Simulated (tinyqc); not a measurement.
Grain-boundary trapping model (Seto) of a polycrystalline semiconductor film: one step, computed by the program tinyqc.

Grains of equal size L are joined by thin boundaries with one trap level. Trapped carriers deplete a width W on each side and raise a barrier, crossed by thermionic emission. Dopants are fully ionised, statistics are non-degenerate and mu_g does not depend on T.

Task: Barrier. N_c(T) = N_c (T/300 K)^(3/2). Filled traps Q = Q_t/(1 + (1/2) exp((E_t* - E_F)/k_B T)), where E_t* = e V_B - E_t and E_F are counted from the band edge at the grain centre. Partial depletion: Q = 2 N W, V_B = e N W^2/(2 eps eps_0), E_F = k_B T ln(N/N_c); solve for W. If that W would exceed L/2 the grain is fully depleted: W = L/2, Q = N L, and E_F follows from the trap equation. Centre density n_0 = N_c exp(E_F/k_B T).

Inputs (values chosen for the exercise, modelled on polycrystalline ZnO):
```
quantity                                     value    unit
permittivity eps                               8.3       -
effective density of states at 300 K, N_c  3.8e+18  1/cm^3
grain size L                                    49      nm
trap density Q_t                           4.1e+12  1/cm^2
trap level E_t below the band edge             0.4      eV
doping N                                   9.3e+18  1/cm^3
temperature T                                  200       K
```

Grain interior: resistance included.

Constants: k_B = 8.617333262e-05 eV/K; e = 1.602176634e-19 C; eps_0 = 8.8541878128e-12 F/m.

Give: depletion width W; barrier V_B; E_F; centre density n_0.

Result:

depletion width W = 2.204 nm

barrier V_B = 0.04926 V

E_F = 0.02591 eV

centre density n_0 = 9.30e+18 1/cm^3

The grain is partly depleted; 100.0 % of the traps are filled, and they hold 9.0 % of the carriers. Caution: E_F is within 2 k_B T of the band edge, so non-degenerate statistics fail, and tunnelling through so thin a barrier adds to the current.
